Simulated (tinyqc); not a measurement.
Error from band bending against W.

In A the levels shift by pb (1 - z/W)^2 for z < W. The signal from depth z is weighted by exp(-z/le)/le, so the centroid shifts by pb [1 - 2/a + (2/a^2)(1 - exp(-a))], a = W/le, and the error of iA against its value at the interface is that less pb.

Parameters, values chosen for the exercise:
- pb = 0.73 V (band bending in A at the interface)
- le = 1.9 nm (escape depth)

Result of one run:
```
W (nm)      a  centroid shift (eV)  error (meV)
2.8     1.474               0.2576       -472.4
```

What becomes of these results when the width of the bent region W is changed from 2.8 to 15 nm, all else the same?

Result of the changed run:
```
W (nm)      a  centroid shift (eV)  error (meV)
15      7.895               0.5685       -161.5
```

The whole series:
```
W (nm)      a  centroid shift (eV)  error (meV)
2.8     1.474               0.2576       -472.4
5       2.632               0.3709       -359.1
8.6     4.526               0.4779       -252.1
15      7.895               0.5685       -161.5
26      13.68               0.6311       -98.90
45      23.68               0.6710       -59.04
79      41.58               0.6957       -34.27
140     73.68               0.7105       -19.55
240     126.3               0.7185       -11.47
```

The size of the error falls from 472 to 11.5 meV; for large a it is 2 |pb|/a. It is below 50 meV, a typical accuracy of the method, in 3 of the 9 rows. Heavily doped substrates and deep-probing photons need the correction.

Program tinyqc, `OMP_NUM_THREADS=1 python tinyqc.py 2410148 2410149 out.jsonl`; Intel Xeon 2.30GHz, shared host, one thread, about 0.01 s.
